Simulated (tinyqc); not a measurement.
Worked calculation: empirical pseudopotential in a few plane waves. Computed by tinyqc, a small Python program that keeps every step. Settings: plane-wave index or count = 15. Command: `OMP_NUM_THREADS=1 python tinyqc.py 31378 31379 out.jsonl` (the two numbers bound the seeds that draw the settings). One thread of a shared host (Intel(R) Xeon(R) Processor @ 2.60GHz), about 0.2 s of CPU time with the checks.

## Bloch Hamiltonian at k

Parameters chosen for this model: fcc lattice, atoms at +/- a/8 (1,1,1); form factors in rydberg at |G|^2 in units of (2 pi/a)^2:
```
parameter                 value      unit
a                      6.200000  angstrom
VS(3)                 -0.249000        Ry
VS(8)                 -0.004000        Ry
VS(11)                 0.049000        Ry
VA(3)                         0        Ry
VA(4)                         0        Ry
VA(11)                        0        Ry
hbar^2/2m (2 pi/a)^2   3.912905        eV
```

k point k (2 pi / a): [0.05000, -0.14000, 0.02000]

Basis: the 15 shortest G (labels in 2 pi/a), the same at every k. H(G,G') = c |k + G|^2 delta + VS(|G-G'|^2) cos((G-G').tau) + i VA sin((G-G').tau), tau = a/8 (1,1,1); 1 Ry = 13.605693 eV.

H(k) at k (eV):
```
          +0+0+0    -1-1-1    -1-1+1    -1+1-1    -1+1+1    +1-1-1    +1-1+1    +1+1-1
+0+0+0   0.08804   2.39555  -2.39555  -2.39555  -2.39555  -2.39555  -2.39555  -2.39555
-1-1-1   2.39555  12.37456   0.00000   0.00000   0.05442   0.00000   0.05442   0.05442
-1-1+1  -2.39555   0.00000  12.68759  -0.05442   0.00000  -0.05442   0.00000   0.00000
-1+1-1  -2.39555   0.00000  -0.05442  10.18333   0.00000  -0.05442   0.00000   0.00000
-1+1+1  -2.39555   0.05442   0.00000   0.00000  10.49637   0.00000  -0.05442  -0.05442
+1-1-1  -2.39555   0.00000  -0.05442  -0.05442   0.00000  13.15714   0.00000   0.00000
+1-1+1  -2.39555   0.05442   0.00000   0.00000  -0.05442   0.00000  13.47017  -0.05442
+1+1-1  -2.39555   0.05442   0.00000   0.00000  -0.05442   0.00000  -0.05442  10.96592
+1+1+1   2.39555   0.00000   0.05442   0.05442   0.00000   0.05442   0.00000   0.00000
-2+0+0   0.00000  -2.39555  -2.39555  -2.39555   2.39555   0.47141  -0.47141  -0.47141
+0-2+0   0.00000  -2.39555  -2.39555   0.47141  -0.47141  -2.39555   2.39555  -0.47141
+0+0-2   0.00000  -2.39555   0.47141  -2.39555  -0.47141  -2.39555  -0.47141   2.39555
+0+0+2   0.00000  -0.47141   2.39555  -0.47141  -2.39555  -0.47141  -2.39555   0.47141
+0+2+0   0.00000  -0.47141  -0.47141   2.39555  -2.39555  -0.47141   0.47141  -2.39555
+2+0+0   0.00000  -0.47141  -0.47141  -0.47141   0.47141   2.39555  -2.39555  -2.39555

          +1+1+1    -2+0+0    +0-2+0    +0+0-2    +0+0+2    +0+2+0    +2+0+0
+0+0+0   2.39555   0.00000   0.00000   0.00000   0.00000   0.00000   0.00000
-1-1-1   0.00000  -2.39555  -2.39555  -2.39555  -0.47141  -0.47141  -0.47141
-1-1+1   0.05442  -2.39555  -2.39555   0.47141   2.39555  -0.47141  -0.47141
-1+1-1   0.05442  -2.39555   0.47141  -2.39555  -0.47141   2.39555  -0.47141
-1+1+1   0.00000   2.39555  -0.47141  -0.47141  -2.39555  -2.39555   0.47141
+1-1-1   0.05442   0.47141  -2.39555  -2.39555  -0.47141  -0.47141   2.39555
+1-1+1   0.00000  -0.47141   2.39555  -0.47141  -2.39555   0.47141  -2.39555
+1+1-1   0.00000  -0.47141  -0.47141   2.39555   0.47141  -2.39555  -2.39555
+1+1+1  11.27895  -0.47141  -0.47141  -0.47141  -2.39555  -2.39555  -2.39555
-2+0+0  -0.47141  14.95708  -0.05442  -0.05442   0.05442   0.05442   0.00000
+0-2+0  -0.47141  -0.05442  17.93089  -0.05442   0.05442   0.00000   0.05442
+0+0-2  -0.47141  -0.05442  -0.05442  15.42663   0.00000   0.05442   0.05442
+0+0+2  -2.39555   0.05442   0.05442   0.00000  16.05269  -0.05442  -0.05442
+0+2+0  -2.39555   0.05442   0.00000   0.05442  -0.05442  13.54843  -0.05442
+2+0+0  -2.39555   0.00000   0.05442   0.05442  -0.05442  -0.05442  16.52224
```

## Levels at k

Diagonalise the Hermitian matrix.

eigenvalues (eV): [-3.05159, 5.80366, 7.55182, 7.58461, 8.40608, 11.60120, 11.98834, 12.02790, 15.13832, 15.47082, 15.80944, 19.12976, 19.93967, 20.08278, 21.65723]

## Bands along a path

The same steps at evenly spaced points between the labelled ones.

Bands along the path (eV), lowest eight:
```
k           band 1   band 2   band 3   band 4    band 5    band 6    band 7    band 8
L         -1.25725  1.52618  7.22594  7.22594   8.96813  12.91961  12.91961  15.97505
L-G 0.25  -1.88547  2.30511  7.19009  7.19009   8.95473  12.74544  12.74544  14.86094
L-G 0.50  -2.54129  3.66938  7.33432  7.33432   9.05150  12.52674  12.52674  12.87029
L-G 0.75  -2.97456  5.28655  7.55674  7.55674   8.64378  11.82740  12.05729  12.05729
G         -3.12334  6.56570  7.67260  7.67260   7.67260  11.79314  11.79314  11.79314
G-X 0.25  -2.92415  5.09108  7.36480  7.36480   9.17354  11.23413  12.42582  12.42582
G-X 0.50  -2.33142  3.33182  6.83531  6.83531  10.50685  10.52978  13.92282  13.92282
G-X 0.75  -1.35987  1.74565  6.50067  6.50067  10.25703  10.29597  15.51407  15.86508
X         -0.03407  0.38718  6.51928  6.51928   9.76984  10.54481  17.82844  18.12718
```

With 4 band(s) filled, the highest filled level on these points lies at G and the lowest empty one at G: the bands touch or overlap, so there is no gap. This holds for the small fixed basis; with all plane waves up to |k + G|^2 = 21 (2 pi/a)^2 the gap along the path is 0.00 eV.

## Convergence with the number of plane waves

Levels at G counted from the fourth one.

Levels (eV):
```
plane waves    level 1  level 5  level 8
9            -14.91647        0        0
15           -10.79593        0  4.12054
27           -10.25633        0  3.62326
51           -10.02032        0  3.87859
59           -10.02787        0  3.75121
65           -10.04030        0  3.73942
89           -10.02598        0  3.73877
```
